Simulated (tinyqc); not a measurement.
Thickness from two neighbouring fringes.

Problem. At normal incidence a transparent film with an index between those of air and substrate, taken as constant, has reflectance minima at 2 n1 d = (m + 1/2) lam (small phase shifts at the substrate neglected). Find d and the order m of the shorter wavelength.

Inputs (values chosen for the exercise):
```
symbol,value,unit,meaning
n1,1.454,,index of the transparent film
```

wavelengths of two neighbouring reflectance minima (nm): 433  499.61538

Solution. Neighbouring orders differ by one: 2 n1 d (1/lam1 - 1/lam2) = 1.

d = 1.12e3 nm
m = 7

Program tinyqc, `OMP_NUM_THREADS=1 python tinyqc.py 2870204 2870205 out.jsonl`; Intel Xeon 2.30GHz, shared host, one thread, about 0.01 s.
